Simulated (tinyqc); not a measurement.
Thermionic-field emission through a Schottky barrier, WKB: two steps of the calculation.

Metal on an n-type semiconductor with one parabolic valley; V > 0 is forward bias (metal positive). Energies E are counted from the conduction edge of the neutral semiconductor, whose Fermi level lies at -xi; that of the metal lies at -xi - V. The barrier is a parabola of height Vd = phi - xi - V (depletion approximation, no image force).

Parameters, values chosen for the exercise; band and dielectric values close to those of silicon:
- T = 400 K (temperature)
- me = 0.256 m0 (electron mass)
- eps_r = 11.8 (relative permittivity)
- phi = 0.44 eV (barrier height seen from the metal)
- Nd = 1.3e19 cm^-3 (donor density)
- V = 0.087 V (bias)
- nE = 13 (points of the energy grid)
- Eb = 0.6 eV (upper end of the energy grid)

Constants: q = 1.602176634e-19 C, kB = 1.380649e-23 J/K, hbar = 1.054571817e-34 J s, h = 6.62607015e-34 J s, m0 = 9.1093837015e-31 kg, Vt = kB T/q, eps0 = 8.8541878128e-14 F/cm where lengths are in cm. Results are converted to the units shown.

Task 1. Fermi level, barrier and E00. Nc = 2 (2 pi me m0 kB T/h^2)^1.5 (times 1e-6 for cm^-3); Nd = Nc F12(-xi/Vt), F12(x) = (2/sqrt(pi)) int_0^infinity sqrt(u)/(1 + exp(u - x)) du; E00 = (hbar/2) sqrt(Nd/(me m0 eps0 eps_r)) in SI units (volts). W = sqrt(2 eps0 eps_r Vd/(q Nd)).

Wanted: Nc; xi; Vd; W; E00; E00/Vt.

Result 1.

Nc = 5.004e18 cm^-3
xi = -0.06350 eV
Vd = 0.4165 V
W = 6.464 nm
E00 = 38.52 meV
E00/Vt = 1.117

By a common rule of thumb, E00/Vt below 0.5 marks thermionic emission, 0.5 to 5 thermionic-field emission and above 5 field emission. By that rule alone: thermionic-field emission; with a high barrier, tunnelling near its top can carry most of the current even below 0.5.

Task 2. Current density on a coarse grid. For E < Vd, ln T(E) = -(Vd/E00) [sqrt(1 - y) - y ln((1 + sqrt(1 - y))/sqrt(y))], y = E/Vd; T(E) = 1 above. J = A* T (q/kB) int_0^infinity T(E) N(E) dE, N = ln[(1 + exp((-xi - E)/Vt))/(1 + exp((-xi - V - E)/Vt))], A* = 4 pi q me m0 kB^2/h^3 (times 1e-4 for A/(cm^2 K^2)). Simpson's rule on nE equally spaced points from 0 to Eb.

xi = -0.063496686 eV
Vd = 0.41649669 V
E00 = 38.515717 meV

Wanted: E; T(E); N; T(E) N; J.

Result 2.

```
point	E (eV)	T(E)	N	T(E) N
0	0.00000	2.0122e-5	1.5800	3.1793e-5
1	0.05000	3.6746e-4	0.79594	2.9247e-4
2	0.10000	0.0026140	0.27032	7.0660e-4
3	0.15000	0.012621	0.071672	9.0458e-4
4	0.20000	0.046294	0.017355	8.0342e-4
5	0.25000	0.13530	0.0041005	5.5480e-4
6	0.30000	0.32155	9.6309e-4	3.0968e-4
7	0.35000	0.62146	2.2588e-4	1.4038e-4
8	0.40000	0.94432	5.2961e-5	5.0012e-5
9	0.45000	1.0000	1.2416e-5	1.2416e-5
10	0.50000	1.0000	2.9109e-6	2.9109e-6
11	0.55000	1.0000	6.8242e-7	6.8242e-7
12	0.60000	1.0000	1.5998e-7	1.5998e-7
```

J = 27129 A/cm^2

The integrand peaks at E = 0.150 eV among these points, 0.36 of the barrier height.

Range of the model: One isotropic valley is assumed; bands with several valleys have a larger Richardson constant and Nc. The depletion approximation, a parabolic band and the neglect of image-force lowering make these currents estimates at high doping.

Computed by the program tinyqc: `OMP_NUM_THREADS=1 python tinyqc.py 2640074 2640075 out.jsonl`, one thread of a shared Intel Xeon 2.30GHz, about 0.03 s for the whole run.
